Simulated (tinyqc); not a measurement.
Ideality, saturation current and resistance from three points.

Problem. Well above the saturation current a diode obeys V = n Vt ln(I/I0) + I Rs. Find n, Rs and I0.

Values chosen for this exercise: temperature T = 350 K.

Constants: q = 1.602176634e-19 C, kB = 1.380649e-23 J/K, Vt = kB T/q. Results are converted to the units shown.

currents (A): 5e-6  0.0009  0.01
voltages (V): 0.75797647  1.0243967  1.1494977

Solution. V is linear in the three unknowns n Vt, Rs and -n Vt ln I0, so three points give a linear system.

n = 1.70
Rs = 0.180 ohm
I0 = 1.90e-12 A

Computed by the program tinyqc: `OMP_NUM_THREADS=1 python tinyqc.py 2260001 2260002 out.jsonl`, one thread of a shared Intel Xeon 2.30GHz, about 0.01 s for the whole run.
